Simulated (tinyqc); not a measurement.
What each parameter does: shallow donor in an anisotropic valley (effective-mass theory).

One valley: H = -c [(d2/dx2 + d2/dy2)/mt + (d2/dz2)/ml] - q/(eps r), c = hbar^2/2m0, q = e^2/(4 pi eps0). Trial function exp(-sqrt((x^2 + y^2)/a^2 + z^2/b^2)) with a > b: T = (c/3)(2/(mt a^2) + 1/(ml b^2)), V = -(q/eps) atan(u/b)/u, u = sqrt(a^2 - b^2). The central cell of the impurity is left out.

Constants: hbar^2/2m0 = 3.80998211 eV angstrom^2; e^2/(4 pi eps0) = 14.39964547 eV angstrom.

Values chosen for the exercise (out of a larger set: near those of AlAs; not measured data):
```
symbol  value  unit  meaning
ml      1.108  m0    longitudinal mass
mt      0.185  m0    transverse mass
eps     9.8          dielectric constant
```

The minimum of the trial energy.

One parameter was then changed.

Results before and after:
```
case     E (meV)  a (angstrom)  b (angstrom)    b/a
base      -43.18         20.29         10.80  0.532
changed   -39.88         22.14         11.38  0.514
```

Which of these changes was made? (a) mt = 0.167 m0; (b) eps = 10.8; (c) ml = 1.385 m0.
Answer: (a) mt = 0.167 m0. Of the candidates, run in turn, only this one gives the changed row.

All candidates:
```
case           E (meV)  a (angstrom)  b (angstrom)    b/a
base            -43.18         20.29         10.80  0.532
ml = 1.385 m0   -45.37         19.64          9.68  0.493
mt = 0.167 m0   -39.88         22.14         11.38  0.514
eps = 10.8      -35.55         22.36         11.90  0.532
```

eps only rescales the solution (E as 1/eps^2, lengths as eps), so b/a depends on ml/mt alone.

tinyqc: `OMP_NUM_THREADS=1 python tinyqc.py 1281535 1281536 out.jsonl`; about 0.01 s, one thread, shared Intel(R) Xeon(R) Processor @ 2.30GHz.
